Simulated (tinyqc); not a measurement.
Self-heating of a transistor with one or more fingers, with temperature-dependent conductivity: one step, computed by the program tinyqc. Command: `OMP_NUM_THREADS=1 python tinyqc.py 3021660 3021661 out.jsonl selfheat walk`. One thread of a shared host (Intel(R) Xeon(R) Processor @ 2.30GHz), about 0.09 s of CPU time with the checks.

N long parallel fingers lie on the top face of a slab whose bottom is held at T_0; the top is otherwise insulated, and heat flows in two dimensions. P in W/mm is 1000 P in W/m.

Question. Correction for the falling conductivity. Kirchhoff transformation for kappa = kappa_0 (T/T_0)^-m: T = T_0 [1 - (m - 1) theta/T_0]^(-1/(m - 1)), where theta is the linear rise. The bracket vanishes at the power P T_0/((m - 1) theta).

Inputs (values chosen for the exercise, modelled on silicon): exponent m in kappa ~ T^-m = 1.25; base temperature T_0 = 358 K; power per gate width P = 1.3 W/mm.

Power: fixed power.

largest theta = 42.50455 K

Give: peak temperature; true rise; true rise / linear rise; power at which the formula diverges.

Answer.

peak temperature = 403.9 K

true rise = 45.86 K

true rise / linear rise = 1.079

power at which the formula diverges = 43.80 W/mm

The falling conductivity adds 7.9 % to the rise.
